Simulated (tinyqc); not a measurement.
Tight binding, honeycomb lattice, step by step. One step of it, computed by the program tinyqc.

Task: Bloch Hamiltonian at k. H_AB = -t1 (1 + exp(-i k.a1) + exp(-i k.a2)); H_AA = delta - 2 t2 sum cos(k.b + phi), H_BB = -delta - 2 t2 sum cos(k.b - phi), b = a1, a2 - a1, -a2.

Parameters chosen for this model:
```
parameter     value                        unit
t1         1.890000                 eV, nearest
t2                0       eV, second neighbours
phi        1.570000  rad, phase of t2 (Haldane)
delta      1.270000          eV, +/- on A and B
```

k point k (fractions of the reciprocal vectors): 0.210000  -0.370000

Give: H(k) at k.

Result:

H(k) at k (eV):
```
                 A                B
A           1.2700  -1.0662+0.4529i
B  -1.0662-0.4529i          -1.2700
```
